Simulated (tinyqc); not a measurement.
Capacitance measurement on a leaky thin oxide: effects of series resistance and leakage: effect of the gate leakage current density, not matched to the thickness.

The device is a capacitance C in parallel with a leakage conductance G, in series with Rs and Ls. An impedance meter reports either a parallel pair (Cp, Gp) from Y = 1/Z = Gp + i w Cp or a series pair (Cs, Rm) from Z = Rm + 1/(i w Cs); w = 2 pi f, dissipation D = Gp/(w |Cp|).

EOT = 3.9 tox/eox; CET = EOT + zc + zp; C = 3.9 eps0 A/CET; G = Jg A/Vs. Z = Rs + i w Ls + 1/(G + i w C); CET read from Cp = 3.9 eps0 A/Cp; errors under 0.001 % are printed as 0.

Values chosen for this exercise; values of the order met in thin-oxide MOS capacitors: relative permittivity of the gate insulator (close to silicon dioxide) eox = 3.9; insulator thickness tox = 1.6 nm; gate area A = 100 um^2; oxide-equivalent thickness added by the accumulation layer zc = 0.51 nm; oxide-equivalent thickness added by gate depletion zp = 0 nm; voltage for an e-fold rise of the leakage Vs = 0.38 V; series resistance Rs = 210 ohm; series inductance Ls = 0 nH; measuring frequency f = 2e5 Hz.

Constants: eps0 = 8.8541878128e-14 F/cm where lengths are in cm. Results are converted to the units shown.

The same in every row: C (pF) = 1.637.

Result of one run:

| Cp (pF) | Cs (pF) | D | error of Cp (%) | error of Cs (%) | CET read from Cp (nm) |
|---|---|---|---|---|---|
| 1.637 | 1.637 | 0.001711 | 0 | 0 | 2.110 |

Which gate leakage current density, not matched to the thickness Jg gave this result: 0.0001, 0.001, 0.02, 2 or 300 A/cm^2?

Jg = 0.001 A/cm^2.

The whole series:

| Jg (A/cm^2) | Cp (pF) | Cs (pF) | D | error of Cp (%) | error of Cs (%) | CET read from Cp (nm) |
|---|---|---|---|---|---|---|
| 1e-5 | 1.637 | 1.637 | 4.447e-4 | 0 | 0 | 2.110 |
| 0.0001 | 1.637 | 1.637 | 5.598e-4 | 0 | 0 | 2.110 |
| 0.001 | 1.637 | 1.637 | 0.001711 | 0 | 0 | 2.110 |
| 0.02 | 1.637 | 1.638 | 0.02602 | -2.23e-3 | 0.0655 | 2.110 |
| 0.2 | 1.636 | 1.744 | 0.2564 | -0.0221 | 6.55 | 2.110 |
| 2 | 1.633 | 12.36 | 2.562 | -0.221 | 655 | 2.115 |
| 30 | 1.584 | 2413 | 39.02 | -3.24 | 1.47e5 | 2.181 |
| 300 | 1.204 | 2.412e5 | 447.5 | -26.4 | 1.47e7 | 2.868 |

As Jg goes from 1e-5 to 300, the error of Cp goes from 0 to -26.4 %, that of Cs from 0 to 1.47e7 %, and D rises from 4.45e-4 to 448. The CET read from Cp goes from 2.11 to 2.87 nm against the true 2.11 nm. For Jg = 2, 30, 300 D exceeds 1, where the accuracy of real meters degrades in proportion to sqrt(1 + D^2).

tinyqc, about 0.01 s, one thread, Intel Xeon 2.30GHz (shared host): `OMP_NUM_THREADS=1 python tinyqc.py 2022157 2022158 out.jsonl`
